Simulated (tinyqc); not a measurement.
Resistance of a tapered via with liner, size effect and interface: one step of the calculation.

A round via whose diameter grows from db at the bottom as D(z) = db + 2 z/tan(ang). The fill, of diameter D - 2 tl, starts above the bottom liner (thickness fb tl) and has rho = rho0 (1 + ks lam/(D - 2 tl)); the sidewall liner conducts in parallel with it. The bottom liner and the interface are crossed over the full area pi db^2/4. Spreading in the lines above and below is left out.

Task. Total resistance. R_fill = sum of the slices; R_bottom = rl fb tl/(pi db^2/4); R_interface = ri/(pi db^2/4); ballistic (Sharvin) limit 1/(Sb pi (db - 2 tl)^2/4); ideal cylinder rho0 hv/(pi db^2/4).

Values chosen for this exercise; fill metal close to ruthenium: diameter at the bottom db = 16 nm; height hv = 29 nm; bulk resistivity of the fill rho0 = 7.99 uohm cm; liner on the sidewall tl = 0.4 nm; liner at the bottom over that on the sidewall fb = 1; resistivity of the liner rl = 170 uohm cm; interface resistivity at the bottom ri = 7.6e-13 ohm cm^2; ballistic conductance per area, about 3/(4 rho0 lam) Sb = 1.5e15 S/m^2.

slice resistance, slice 0 to 8 (ohm): 2.1121530  2.0422649  1.9757151  1.9122976  1.8518220  1.7941119  1.7390039  1.6863461  1.6359977

Give: parts; R; shares; ballistic limit; ideal cylinder.

Result.

parts (ohm): fill 16.750, bottom liner 3.3820, interface 0.37799
R = 20.510 ohm
shares (%): fill 81.667, bottom liner 16.490, interface 1.843
ballistic limit = 3.6739 ohm
ideal cylinder = 11.524 ohm

The fill is the largest part, and R is 1.78 times the ideal cylinder. With 2000 slices R = 20.511 ohm.

Computed by the program tinyqc: `OMP_NUM_THREADS=1 python tinyqc.py 2750142 2750143 out.jsonl`, one thread of a shared Intel Xeon 2.30GHz, about 0.01 s for the whole run.
